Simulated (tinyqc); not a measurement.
Electromigration in a confined line: Blech product, Korhonen stress evolution and Black's law: one step, computed by the program tinyqc. Command: `OMP_NUM_THREADS=1 python tinyqc.py 3027485 3027486 out.jsonl emigr walk`. One thread of a shared host (Intel(R) Xeon(R) Processor @ 2.30GHz), about 0.01 s of CPU time with the checks.

The electron wind pushes atoms from the cathode (x = 0) to the anode (x = L); blocking ends build a back stress (tension positive). The input rho is taken not to change with temperature. d sigma/dt = d/dx [kappa (d sigma/dx + G)], with zero flux at both ends and sigma = sigma_0 at t = 0.

Problem. Extrapolation by Black's law. Median life t50 = A j^(-n) exp(E/(k_B T)); acceleration factor = t50(use)/t50(test) = (j/j_u)^n exp[(E/k_B)(1/T_u - 1/T)]. Temperatures in kelvin are T(C) + 273.15.

Inputs (values chosen for the exercise, close to those used for ruthenium lines): activation energy E = 1.37 eV; current density j = 5 MA/cm^2; test temperature T = 340 C; use temperature T_u = 105 C; use current density j_u = 0.44 MA/cm^2; current exponent n = 2.

Start: thermal stress.

Constants: k_B = 8.617333262e-05 eV/K.

Give: current factor; temperature factor; acceleration factor.

Solution.

current factor = 129.1

temperature factor = 9.952e+06

acceleration factor = 1.285e+09

Caution: an acceleration factor above a million assumes one mechanism over a range that no test covers.
